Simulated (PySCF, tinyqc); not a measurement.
Worked calculation (part 1 of 2): RHF in the sto-6g basis, for H6, spin multiplicity 1. The lowest restricted solution is unstable here: a spin-polarised one lies 0.0188 hartree lower (PySCF). Computed by tinyqc, a small Python program that keeps every step (integrals from PySCF). Settings: charge = 0, multiplicity = 1, basis = sto-6g, energy threshold = 1e-10, iteration cap = 70, orthogonalisation = canonical, start = random, DIIS depth = 0, method = RHF. Command: `OMP_NUM_THREADS=1 python tinyqc.py 24420 24421 out.jsonl` (the two numbers bound the seeds that draw the settings). One thread of a shared host (Intel(R) Xeon(R) Processor @ 2.60GHz), about 0.1 s of CPU time with the checks. Later iterations appear only in the table of the cycle.

## One-electron integrals

Geometry (angstrom):
```
atom         x         y         z
H     0.000000  0.000000  0.000000
H     0.000000  0.000000  1.098000
H     0.000000  0.000000  2.156000
H     0.000000  0.000000  3.254000
H     0.000000  0.000000  4.312000
H     0.000000  0.000000  5.410000
```

Basis sto-6g: exponents (1/bohr^2) and contraction coefficients of normalised primitives:
```
element  l (shell)   exponent  coefficient
H            s (1)  35.523221     0.009164
H            s (1)   6.513144     0.049361
H            s (1)   1.822143     0.168538
H            s (1)   0.625955     0.370563
H            s (1)   0.243077     0.416492
H            s (1)   0.100112     0.130334
```

Overlap, kinetic and nuclear-attraction integrals over the contracted functions; the nuclear repulsion is the sum of Za Zb / Rab.

nuclear repulsion = 4.26110364 hartree

overlap S, order 1H 1s, 2H 1s, 3H 1s, 4H 1s, 5H 1s, 6H 1s:
$$\begin{pmatrix}
1.000000 & 0.441055 & 0.093111 & 0.013644 & 0.001723 & 0.000156 \\
0.441055 & 1.000000 & 0.463311 & 0.093111 & 0.014689 & 0.001723 \\
0.093111 & 0.463311 & 1.000000 & 0.441055 & 0.093111 & 0.013644 \\
0.013644 & 0.093111 & 0.441055 & 1.000000 & 0.463311 & 0.093111 \\
0.001723 & 0.014689 & 0.093111 & 0.463311 & 1.000000 & 0.441055 \\
0.000156 & 0.001723 & 0.013644 & 0.093111 & 0.441055 & 1.000000
\end{pmatrix}$$

kinetic energy T (hartree), order 1H 1s, 2H 1s, 3H 1s, 4H 1s, 5H 1s, 6H 1s:
$$\begin{pmatrix}
0.768522 & 0.080161 & -0.012122 & -0.004003 & -0.000748 & -0.000093 \\
0.080161 & 0.768522 & 0.092187 & -0.012122 & -0.004238 & -0.000748 \\
-0.012122 & 0.092187 & 0.768522 & 0.080161 & -0.012122 & -0.004003 \\
-0.004003 & -0.012122 & 0.080161 & 0.768522 & 0.092187 & -0.012122 \\
-0.000748 & -0.004238 & -0.012122 & 0.092187 & 0.768522 & 0.080161 \\
-0.000093 & -0.000748 & -0.004003 & -0.012122 & 0.080161 & 0.768522
\end{pmatrix}$$

nuclear attraction V (hartree), order 1H 1s, 2H 1s, 3H 1s, 4H 1s, 5H 1s, 6H 1s:
$$\begin{pmatrix}
-2.340024 & -1.021547 & -0.211028 & -0.030015 & -0.003674 & -0.000319 \\
-1.021547 & -2.732179 & -1.186741 & -0.223837 & -0.033410 & -0.003674 \\
-0.211028 & -1.186741 & -2.852816 & -1.146073 & -0.223837 & -0.030015 \\
-0.030015 & -0.223837 & -1.146073 & -2.852816 & -1.186741 & -0.211028 \\
-0.003674 & -0.033410 & -0.223837 & -1.186741 & -2.732179 & -1.021547 \\
-0.000319 & -0.003674 & -0.030015 & -0.211028 & -1.021547 & -2.340024
\end{pmatrix}$$

core Hamiltonian H = T + V (hartree), order 1H 1s, 2H 1s, 3H 1s, 4H 1s, 5H 1s, 6H 1s:
$$\begin{pmatrix}
-1.571502 & -0.941387 & -0.223150 & -0.034018 & -0.004422 & -0.000412 \\
-0.941387 & -1.963657 & -1.094554 & -0.235959 & -0.037648 & -0.004422 \\
-0.223150 & -1.094554 & -2.084294 & -1.065912 & -0.235959 & -0.034018 \\
-0.034018 & -0.235959 & -1.065912 & -2.084294 & -1.094554 & -0.223150 \\
-0.004422 & -0.037648 & -0.235959 & -1.094554 & -1.963657 & -0.941387 \\
-0.000412 & -0.004422 & -0.034018 & -0.223150 & -0.941387 & -1.571502
\end{pmatrix}$$

## Two-electron integrals

Functions are numbered as in S; the eight-fold symmetry (ij|kl) = (ji|kl) = (kl|ij) leaves the list below.

Two-electron integrals (ij|kl) in chemists' order, unique and non-zero (hartree):
```
(11|11) 0.774999   (21|11) 0.266657   (21|21) 0.121503   (22|11) 0.447307
(22|21) 0.266657   (22|22) 0.774999   (31|11) 0.041540   (31|21) 0.021041
(31|22) 0.053460   (31|31) 0.004265   (32|11) 0.150558   (32|21) 0.091182
(32|22) 0.283563   (32|31) 0.022071   (32|32) 0.135413   (33|11) 0.244956
(33|21) 0.145097   (33|22) 0.459558   (33|31) 0.041540   (33|32) 0.283563
(33|33) 0.774999   (41|11) 0.004715   (41|21) 0.002450   (41|22) 0.006451
(41|31) 0.000540   (41|32) 0.002982   (41|33) 0.006451   (41|41) 0.000076
(42|11) 0.023616   (42|21) 0.013744   (42|22) 0.041540   (42|31) 0.003520
(42|32) 0.022071   (42|33) 0.053460   (42|41) 0.000540   (42|42) 0.004265
(43|11) 0.086963   (43|21) 0.048730   (43|22) 0.145097   (43|31) 0.013744
(43|32) 0.091182   (43|33) 0.266657   (43|41) 0.002450   (43|42) 0.021041
(43|43) 0.121503   (44|11) 0.162619   (44|21) 0.086963   (44|22) 0.244956
(44|31) 0.023616   (44|32) 0.150558   (44|33) 0.447307   (44|41) 0.004715
(44|42) 0.041540   (44|43) 0.266657   (44|44) 0.774999   (51|11) 0.000475
(51|21) 0.000253   (51|22) 0.000685   (51|31) 0.000059   (51|32) 0.000334
(51|33) 0.000761   (51|41) 0.000009   (51|42) 0.000065   (51|43) 0.000317
(51|44) 0.000679   (51|51) 1.07e-06   (52|11) 0.003086   (52|21) 0.001742
(52|22) 0.005119   (52|31) 0.000448   (52|32) 0.002783   (52|33) 0.006957
(52|41) 0.000073   (52|42) 0.000584   (52|43) 0.003064   (52|44) 0.006957
(52|51) 0.000009   (52|52) 0.000088   (53|11) 0.015587   (53|21) 0.008430
(53|22) 0.024070   (53|31) 0.002285   (53|32) 0.014585   (53|33) 0.041540
(53|41) 0.000419   (53|42) 0.003566   (53|43) 0.021041   (53|44) 0.053460
(53|51) 0.000059   (53|52) 0.000584   (53|53) 0.004265   (54|11) 0.065064
(54|21) 0.033815   (54|22) 0.091985   (54|31) 0.008780   (54|32) 0.053688
(54|33) 0.150558   (54|41) 0.001702   (54|42) 0.014585   (54|43) 0.091182
(54|44) 0.283563   (54|51) 0.000265   (54|52) 0.002783   (54|53) 0.022071
(54|54) 0.135413   (55|11) 0.122722   (55|21) 0.062290   (55|22) 0.164642
(55|31) 0.015587   (55|32) 0.091985   (55|33) 0.244956   (55|41) 0.002895
(55|42) 0.024070   (55|43) 0.145097   (55|44) 0.459558   (55|51) 0.000475
(55|52) 0.005119   (55|53) 0.041540   (55|54) 0.283563   (55|55) 0.774999
(61|11) 0.000033   (61|21) 0.000018   (61|22) 0.000051   (61|31) 4.47e-06
(61|32) 0.000027   (61|33) 0.000064   (61|41) 7.10e-07   (61|42) 0.000006
(61|43) 0.000028   (61|44) 0.000064   (61|51) 9.16e-08   (61|52) 8.43e-07
(61|53) 0.000006   (61|54) 0.000027   (61|55) 0.000051   (61|61) 8.24e-09
(62|11) 0.000302   (62|21) 0.000166   (62|22) 0.000475   (62|31) 0.000043
(62|32) 0.000265   (62|33) 0.000679   (62|41) 0.000007   (62|42) 0.000059
(62|43) 0.000317   (62|44) 0.000761   (62|51) 9.76e-07   (62|52) 0.000009
(62|53) 0.000065   (62|54) 0.000334   (62|55) 0.000685   (62|61) 9.16e-08
(62|62) 1.07e-06   (63|11) 0.001982   (63|21) 0.001045   (63|22) 0.002895
(63|31) 0.000275   (63|32) 0.001702   (63|33) 0.004715   (63|41) 0.000050
(63|42) 0.000419   (63|43) 0.002450   (63|44) 0.006451   (63|51) 0.000007
(63|52) 0.000073   (63|53) 0.000540   (63|54) 0.002982   (63|55) 0.006451
(63|61) 7.10e-07   (63|62) 0.000009   (63|63) 0.000076   (64|11) 0.011519
(64|21) 0.005868   (64|22) 0.015587   (64|31) 0.001478   (64|32) 0.008780
(64|33) 0.023616   (64|41) 0.000275   (64|42) 0.002285   (64|43) 0.013744
(64|44) 0.041540   (64|51) 0.000043   (64|52) 0.000448   (64|53) 0.003520
(64|54) 0.022071   (64|55) 0.053460   (64|61) 4.47e-06   (64|62) 0.000059
(64|63) 0.000540   (64|64) 0.004265   (65|11) 0.048137   (65|21) 0.024030
(65|22) 0.062290   (65|31) 0.005868   (65|32) 0.033815   (65|33) 0.086963
(65|41) 0.001045   (65|42) 0.008430   (65|43) 0.048730   (65|44) 0.145097
(65|51) 0.000166   (65|52) 0.001742   (65|53) 0.013744   (65|54) 0.091182
(65|55) 0.266657   (65|61) 0.000018   (65|62) 0.000253   (65|63) 0.002450
(65|64) 0.021041   (65|65) 0.121503   (66|11) 0.097815   (66|21) 0.048137
(66|22) 0.122722   (66|31) 0.011519   (66|32) 0.065064   (66|33) 0.162619
(66|41) 0.001982   (66|42) 0.015587   (66|43) 0.086963   (66|44) 0.244956
(66|51) 0.000302   (66|52) 0.003086   (66|53) 0.023616   (66|54) 0.150558
(66|55) 0.447307   (66|61) 0.000033   (66|62) 0.000475   (66|63) 0.004715
(66|64) 0.041540   (66|65) 0.266657   (66|66) 0.774999
```

## Orthogonalisation

S = U s U^T; canonical form X = U s^(-1/2), so that X^T S X = 1. Each column of U has its largest component positive (the first on a tie).

eigenvalues of S: [0.299647, 0.438540, 0.705620, 1.063648, 1.538834, 1.953712]

X, order 1H 1s, 2H 1s, 3H 1s, 4H 1s, 5H 1s, 6H 1s:
$$\begin{pmatrix}
0.367614 & -0.567980 & 0.610759 & 0.526490 & 0.357152 & 0.180557 \\
-0.762404 & 0.814886 & -0.321918 & 0.172842 & 0.405237 & 0.301007 \\
0.975822 & -0.391800 & -0.481600 & -0.403751 & 0.182062 & 0.364303 \\
-0.975822 & -0.391800 & 0.481600 & -0.403751 & -0.182062 & 0.364303 \\
0.762404 & 0.814886 & 0.321918 & 0.172842 & -0.405237 & 0.301007 \\
-0.367614 & -0.567980 & -0.610759 & 0.526490 & -0.357152 & 0.180557
\end{pmatrix}$$

## Starting guess

The start is random orthonormal orbitals; D = 2 C_occ C_occ^T.

D at the start, order 1H 1s, 2H 1s, 3H 1s, 4H 1s, 5H 1s, 6H 1s:
$$\begin{pmatrix}
2.074252 & -1.251272 & 0.369697 & 0.743382 & -0.887227 & 0.443484 \\
-1.251272 & 1.026588 & -0.574347 & -0.663941 & 0.071835 & 0.186780 \\
0.369697 & -0.574347 & 0.521133 & 0.407891 & 0.423930 & -0.543366 \\
0.743382 & -0.663941 & 0.407891 & 0.446926 & 0.100582 & -0.095551 \\
-0.887227 & 0.071835 & 0.423930 & 0.100582 & 1.441037 & -0.402593 \\
0.443484 & 0.186780 & -0.543366 & -0.095551 & -0.402593 & 2.016502
\end{pmatrix}$$

## Iteration 1: building the Fock matrix

J_ij = sum D_kl (ij|kl), K_ij = sum D_kl (ik|jl); F = H + J - 0.5 K; E = tr D H + tr D J / 2 - 0.25 tr D K + E_nn.

Coulomb J (hartree), order 1H 1s, 2H 1s, 3H 1s, 4H 1s, 5H 1s, 6H 1s:
$$\begin{pmatrix}
1.861142 & 0.752292 & 0.149798 & 0.022025 & 0.002848 & 0.000262 \\
0.752292 & 1.658778 & 0.756652 & 0.157603 & 0.026090 & 0.003157 \\
0.149798 & 0.756652 & 1.748402 & 0.821901 & 0.182695 & 0.027280 \\
0.022025 & 0.157603 & 0.821901 & 2.091447 & 1.029707 & 0.205573 \\
0.002848 & 0.026090 & 0.182695 & 1.029707 & 2.476626 & 1.056955 \\
0.000262 & 0.003157 & 0.027280 & 0.205573 & 1.056955 & 2.419630
\end{pmatrix}$$

exchange K (hartree), order 1H 1s, 2H 1s, 3H 1s, 4H 1s, 5H 1s, 6H 1s:
$$\begin{pmatrix}
1.077230 & 0.113566 & 0.011954 & 0.030876 & -0.043422 & 0.013216 \\
0.113566 & 0.178028 & 0.022235 & -0.011865 & 0.000222 & 0.006428 \\
0.011954 & 0.022235 & 0.411328 & 0.435454 & 0.220583 & -0.007843 \\
0.030876 & -0.011865 & 0.435454 & 0.857512 & 0.661506 & 0.142898 \\
-0.043422 & 0.000222 & 0.220583 & 0.661506 & 1.284581 & 0.698539 \\
0.013216 & 0.006428 & -0.007843 & 0.142898 & 0.698539 & 1.518933
\end{pmatrix}$$

Fock matrix F (hartree), order 1H 1s, 2H 1s, 3H 1s, 4H 1s, 5H 1s, 6H 1s:
$$\begin{pmatrix}
-0.248974 & -0.245878 & -0.079329 & -0.027431 & 0.020136 & -0.006758 \\
-0.245878 & -0.393892 & -0.349019 & -0.072423 & -0.011669 & -0.004479 \\
-0.079329 & -0.349019 & -0.541556 & -0.461738 & -0.163555 & -0.002816 \\
-0.027431 & -0.072423 & -0.461738 & -0.421603 & -0.395600 & -0.089026 \\
0.020136 & -0.011669 & -0.163555 & -0.395600 & -0.129322 & -0.233701 \\
-0.006758 & -0.004479 & -0.002816 & -0.089026 & -0.233701 & 0.088662
\end{pmatrix}$$

total energy of this density = -1.16418496 hartree

## Iteration 1: diagonalisation and new density

Diagonalise F' = X^T F X, C = X C', fill 3 alpha and 3 beta electrons from the bottom; D = 2 C_occ C_occ^T. Each column has its largest component positive (the first on a tie).

F' = X^T F X (hartree):
$$\begin{pmatrix}
0.587158 & 0.257365 & 0.067378 & 0.087055 & 0.001278 & -0.045184 \\
0.257365 & 0.258584 & 0.211168 & -0.092481 & -0.028166 & 0.043793 \\
0.067378 & 0.211168 & 0.002507 & -0.093039 & 0.108512 & -0.002120 \\
0.087055 & -0.092481 & -0.093039 & -0.235198 & -0.098778 & 0.178357 \\
0.001278 & -0.028166 & 0.108512 & -0.098778 & -0.338495 & -0.046280 \\
-0.045184 & 0.043793 & -0.002120 & 0.178357 & -0.046280 & -0.597191
\end{pmatrix}$$

orbital energies (hartree): MO1 -0.684816, MO2 -0.416072, MO3 -0.198502, MO4 -0.053461, MO5 0.266174, MO6 0.764042

coefficients C, order 1H 1s, 2H 1s, 3H 1s, 4H 1s, 5H 1s, 6H 1s:
$$\begin{pmatrix}
0.021735 & 0.263705 & 0.774587 & -0.676336 & 0.344028 & 0.149449 \\
0.077801 & 0.706110 & -0.064098 & 0.748057 & -0.695486 & -0.285629 \\
0.624966 & 0.083732 & -0.495145 & -0.284301 & 0.830640 & 0.502989 \\
0.434326 & -0.366747 & 0.247687 & -0.277065 & -0.608214 & -0.913987 \\
0.173624 & -0.237538 & 0.320533 & 0.422255 & -0.161552 & 1.113516 \\
-0.005911 & -0.051873 & 0.241015 & 0.447229 & 0.685481 & -0.733081
\end{pmatrix}$$

D after iteration 1, order 1H 1s, 2H 1s, 3H 1s, 4H 1s, 5H 1s, 6H 1s:
$$\begin{pmatrix}
1.339996 & 0.276494 & -0.695737 & 0.209164 & 0.378828 & 0.345758 \\
0.276494 & 1.017506 & 0.278970 & -0.482097 & -0.349531 & -0.105072 \\
-0.695737 & 0.278970 & 1.285526 & 0.236179 & -0.140181 & -0.254749 \\
0.209164 & -0.482097 & 0.236179 & 0.768981 & 0.483835 & 0.152306 \\
0.378828 & -0.349531 & -0.140181 & 0.483835 & 0.378622 & 0.177097 \\
0.345758 & -0.105072 & -0.254749 & 0.152306 & 0.177097 & 0.121628
\end{pmatrix}$$

## Iteration 2: building the Fock matrix

As before.

Coulomb J (hartree), order 1H 1s, 2H 1s, 3H 1s, 4H 1s, 5H 1s, 6H 1s:
$$\begin{pmatrix}
2.262184 & 1.050135 & 0.220230 & 0.030987 & 0.003689 & 0.000310 \\
1.050135 & 2.611299 & 1.191537 & 0.222871 & 0.031948 & 0.003342 \\
0.220230 & 1.191537 & 2.671629 & 1.074939 & 0.200238 & 0.025242 \\
0.030987 & 0.222871 & 1.074939 & 2.344741 & 0.944763 & 0.157940 \\
0.003689 & 0.031948 & 0.200238 & 0.944763 & 1.825582 & 0.655410 \\
0.000310 & 0.003342 & 0.025242 & 0.157940 & 0.655410 & 1.232515
\end{pmatrix}$$

exchange K (hartree), order 1H 1s, 2H 1s, 3H 1s, 4H 1s, 5H 1s, 6H 1s:
$$\begin{pmatrix}
1.269119 & 0.733369 & 0.125873 & 0.016337 & 0.035673 & 0.035518 \\
0.733369 & 1.281111 & 0.745556 & 0.132314 & -0.023535 & -0.021757 \\
0.125873 & 0.745556 & 1.389860 & 0.691164 & 0.168780 & 0.002257 \\
0.016337 & 0.132314 & 0.691164 & 1.157993 & 0.674736 & 0.194331 \\
0.035673 & -0.023535 & 0.168780 & 0.674736 & 0.800516 & 0.338649 \\
0.035518 & -0.021757 & 0.002257 & 0.194331 & 0.338649 & 0.267980
\end{pmatrix}$$

Fock matrix F (hartree), order 1H 1s, 2H 1s, 3H 1s, 4H 1s, 5H 1s, 6H 1s:
$$\begin{pmatrix}
0.056123 & -0.257936 & -0.065856 & -0.011199 & -0.018570 & -0.017861 \\
-0.257936 & 0.007087 & -0.275795 & -0.079244 & 0.006068 & 0.009798 \\
-0.065856 & -0.275795 & -0.107595 & -0.336555 & -0.120111 & -0.009904 \\
-0.011199 & -0.079244 & -0.336555 & -0.318550 & -0.487158 & -0.162376 \\
-0.018570 & 0.006068 & -0.120111 & -0.487158 & -0.538332 & -0.455301 \\
-0.017861 & 0.009798 & -0.009904 & -0.162376 & -0.455301 & -0.472977
\end{pmatrix}$$

total energy of this density = -2.39668739 hartree

## Iteration 2: diagonalisation and new density

As before.

F' = X^T F X (hartree):
$$\begin{pmatrix}
0.952692 & -0.238617 & -0.040270 & 0.010064 & 0.017903 & -0.017418 \\
-0.238617 & 0.512398 & -0.192563 & 0.025480 & 0.016767 & -0.009765 \\
-0.040270 & -0.192563 & 0.082908 & 0.130697 & 0.028352 & -0.055181 \\
0.010064 & 0.025480 & 0.130697 & -0.211245 & 0.140520 & -0.018586 \\
0.017903 & 0.016767 & 0.028352 & 0.140520 & -0.443679 & 0.211511 \\
-0.017418 & -0.009765 & -0.055181 & -0.018586 & 0.211511 & -0.530010
\end{pmatrix}$$

orbital energies (hartree): MO1 -0.726586, MO2 -0.359219, MO3 -0.182234, MO4 0.073655, MO5 0.498269, MO6 1.059179

coefficients C, order 1H 1s, 2H 1s, 3H 1s, 4H 1s, 5H 1s, 6H 1s:
$$\begin{pmatrix}
0.023975 & -0.064825 & 0.411234 & 0.612178 & 0.600262 & -0.599293 \\
-0.021125 & -0.211102 & 0.488507 & 0.101800 & -0.501062 & 1.043337 \\
0.057725 & -0.411288 & 0.204317 & -0.564505 & -0.291331 & -1.024098 \\
0.306375 & -0.436469 & -0.273747 & -0.135090 & 0.885548 & 0.710492 \\
0.563571 & -0.041814 & -0.311237 & 0.645940 & -0.815384 & -0.367843 \\
0.416660 & 0.612701 & 0.524817 & -0.541529 & 0.365695 & 0.129194
\end{pmatrix}$$

D after iteration 2, order 1H 1s, 2H 1s, 3H 1s, 4H 1s, 5H 1s, 6H 1s:
$$\begin{pmatrix}
0.347780 & 0.428137 & 0.224135 & -0.153869 & -0.223538 & 0.372187 \\
0.428137 & 0.567298 & 0.370829 & -0.096120 & -0.310240 & 0.236465 \\
0.224135 & 0.370829 & 0.428472 & 0.282538 & -0.027722 & -0.241432 \\
-0.153869 & -0.096120 & 0.282538 & 0.718617 & 0.552231 & -0.566875 \\
-0.223538 & -0.310240 & -0.027722 & 0.552231 & 0.832459 & 0.091711 \\
0.372187 & 0.236465 & -0.241432 & -0.566875 & 0.091711 & 1.648883
\end{pmatrix}$$

## Iteration 16 (converged): orbitals

converged F (hartree), order 1H 1s, 2H 1s, 3H 1s, 4H 1s, 5H 1s, 6H 1s:
$$\begin{pmatrix}
-0.219333 & -0.433343 & -0.128559 & 0.003855 & 0.002222 & -0.010012 \\
-0.433343 & -0.317577 & -0.382940 & -0.126121 & -0.018375 & 0.002222 \\
-0.128559 & -0.382940 & -0.321195 & -0.433629 & -0.126121 & 0.003855 \\
0.003855 & -0.126121 & -0.433629 & -0.321195 & -0.382940 & -0.128559 \\
0.002222 & -0.018375 & -0.126121 & -0.382940 & -0.317577 & -0.433343 \\
-0.010012 & 0.002222 & 0.003855 & -0.128559 & -0.433343 & -0.219333
\end{pmatrix}$$

As before.

F' = X^T F X (hartree):
$$\begin{pmatrix}
0.872286 & 0.000000 & 0.023995 & 0.000000 & 0.035457 & 0.000000 \\
0.000000 & 0.511385 & 0.000000 & -0.083389 & 0.000000 & 0.005336 \\
0.023995 & 0.000000 & 0.173061 & 0.000000 & -0.001973 & 0.000000 \\
0.000000 & -0.083389 & 0.000000 & -0.302106 & 0.000000 & 0.009907 \\
0.035457 & 0.000000 & -0.001973 & 0.000000 & -0.506606 & 0.000000 \\
0.000000 & 0.005336 & 0.000000 & 0.009907 & 0.000000 & -0.626013
\end{pmatrix}$$

orbital energies (hartree): MO1 -0.626372, MO2 -0.507527, MO3 -0.310224, MO4 0.172254, MO5 0.519861, MO6 0.874015

coefficients C, order 1H 1s, 2H 1s, 3H 1s, 4H 1s, 5H 1s, 6H 1s:
$$\begin{pmatrix}
0.167435 & 0.349888 & 0.472265 & -0.596221 & -0.617515 & -0.397270 \\
0.289499 & 0.423509 & 0.263838 & 0.297688 & 0.794417 & 0.762319 \\
0.379931 & 0.155036 & -0.428952 & 0.515366 & -0.347695 & -0.963159 \\
0.379931 & -0.155036 & -0.428952 & -0.515366 & -0.347695 & 0.963159 \\
0.289499 & -0.423509 & 0.263838 & -0.297688 & 0.794417 & -0.762319 \\
0.167435 & -0.349888 & 0.472265 & 0.596221 & -0.617515 & 0.397270
\end{pmatrix}$$

D after iteration 16, order 1H 1s, 2H 1s, 3H 1s, 4H 1s, 5H 1s, 6H 1s:
$$\begin{pmatrix}
0.746981 & 0.642510 & -0.169440 & -0.386422 & 0.049786 & 0.257293 \\
0.642510 & 0.665561 & 0.124949 & -0.137688 & -0.051880 & 0.049786 \\
-0.169440 & 0.124949 & 0.704767 & 0.608622 & -0.137688 & -0.386422 \\
-0.386422 & -0.137688 & 0.608622 & 0.704767 & 0.124949 & -0.169440 \\
0.049786 & -0.051880 & -0.137688 & 0.124949 & 0.665561 & 0.642510 \\
0.257293 & 0.049786 & -0.386422 & -0.169440 & 0.642510 & 0.746981
\end{pmatrix}$$

## Convergence

Stop when the energy changes by less than 1e-10 hartree and every element of the error matrix X^T (F D S - S D F) X is below 3e-06.

Course of the cycle:
```
iteration  E (hartree)     change  largest element of the error matrix
1          -1.16418496          -                             5.66e-01
2          -2.39668739  -1.23e+00                             5.20e-01
3          -2.72517119  -3.28e-01                             4.06e-01
4          -2.93710814  -2.12e-01                             2.95e-01
5          -3.06973580  -1.33e-01                             1.12e-01
6          -3.09393392  -2.42e-02                             3.27e-02
7          -3.09611687  -2.18e-03                             1.27e-02
8          -3.09639775  -2.81e-04                             4.42e-03
9          -3.09643835  -4.06e-05                             1.73e-03
10         -3.09644426  -5.91e-06                             6.55e-04
11         -3.09644512  -8.61e-07                             2.51e-04
12         -3.09644524  -1.25e-07                             9.56e-05
13         -3.09644526  -1.83e-08                             3.65e-05
14         -3.09644527  -2.66e-09                             1.39e-05
15         -3.09644527  -3.88e-10                             5.32e-06
16         -3.09644527  -5.65e-11                             2.03e-06
```

PySCF RHF in the same basis = -3.09644527 hartree

Converged in 16 iterations.
